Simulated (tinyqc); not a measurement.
Expansion against temperature: quasi-harmonic thermal expansion with mode Grueneisen parameters. Computed by tinyqc, a small Python program. Command: `OMP_NUM_THREADS=1 python tinyqc.py 3024357 3024358 out.jsonl qha walk`. One thread of a shared host (Intel(R) Xeon(R) Processor @ 2.30GHz), about 0.03 s of CPU time with the checks.

A crystal with two atoms a cell; per atom there are 1 transverse acoustic (TA), 1/2 longitudinal acoustic (LA) and 3/2 optical (O) modes. Every frequency of group i scales as nu_i (V/V0)^(-gamma_i). The acoustic groups have Debye spectra, density 3 nu^2/nu_i^3 up to nu_i (40 Gauss-Legendre points); the optical group has one frequency. Static energy: E = (9 V0 B0/16) [y^3 B' + y^2 (2 - 4 y)], y = (V0/V)^(2/3) - 1, with pressure P_s = (3 B0/2) (z^7 - z^5) [1 + (3/4)(B' - 4)(z^2 - 1)], z = (V0/V)^(1/3).

Inputs (values chosen for the exercise, modelled on zinc selenide):

| quantity | value | unit |
|---|---|---|
| static volume V0 | 22.8 | angstrom^3/atom |
| static bulk modulus B0 | 64.1 | GPa |
| static B' | 4.87 | - |
| frequency nu_TA | 2.09 | THz |
| frequency nu_LA | 5.23 | THz |
| frequency nu_O | 7.06 | THz |
| Grueneisen parameter gamma_TA | -1.2 | - |
| Grueneisen parameter gamma_LA | 1.1 | - |
| Grueneisen parameter gamma_O | 1.5 | - |

Acoustic groups: Debye.

Constants: h x 1 THz = 4.135667696 meV; k_B = 8.617333262e-05 eV/K; 1 eV/angstrom^3 = 160.2176634 GPa.

Method:
- For a mode with x = h nu/(k_B T), n = 1/(exp(x) - 1): U = h nu (n + 1/2), C/k_B = x^2 n (n + 1); U_i and C_i sum these over group i with its weight per atom.
- Phonon pressure P_ph = sum_i gamma_i U_i/V.
- B_T = -V d(P_s + P_ph)/dV at fixed T (central difference, step 1e-4 V); alpha_V = sum gamma_i C_i k_B/(B_T V), all at V(T); the linear coefficient is alpha_L = alpha_V/3.
- V(T) solves P_s + P_ph = 0. The Grueneisen estimate uses C_i, V0 and B0 at the static volume; gamma_th = sum gamma_i C_i / sum C_i is taken at V(T).

Quasi-harmonic results:

| T (K) | V/V0 - 1 (%) | B_T (GPa) | alpha_L (ppm/K) | alpha_L, Grueneisen estimate | gamma_th |
|---|---|---|---|---|---|
| 20 | 0.3641 | 63.610 | -1.3129 | -1.3181 | -1.0810 |
| 40 | 0.3522 | 63.626 | -2.2824 | -2.2872 | -0.8127 |
| 70 | 0.3357 | 63.633 | -1.0808 | -1.1025 | -0.2318 |
| 100 | 0.3340 | 63.589 | 0.6666 | 0.6356 | 0.1080 |
| 150 | 0.3599 | 63.455 | 2.5644 | 2.5255 | 0.3349 |
| 220 | 0.4286 | 63.223 | 3.7720 | 3.7208 | 0.4399 |
| 300 | 0.5276 | 62.939 | 4.3605 | 4.2928 | 0.4830 |
| 450 | 0.7366 | 62.392 | 4.7965 | 4.6956 | 0.5111 |
| 700 | 1.1110 | 61.468 | 5.0528 | 4.8944 | 0.5242 |
| 1000 | 1.5790 | 60.356 | 5.1970 | 4.9674 | 0.5289 |

What does the comparison show, and why?

alpha_L is negative up to 70 K among these rows and changes sign before 100 K, once the LA and optical groups take up heat. gamma_th moves from -1.08, near gamma_TA = -1.2, to 0.53, near the average over all modes, 0.53, as the stiffer groups take up their share of C. B_T changes by -5.1 % over the table, and at the highest T the estimate at fixed V0 and B0 is off by -4.4 %.

Extremes, crossings and ranges named in words are read from the listed rows.
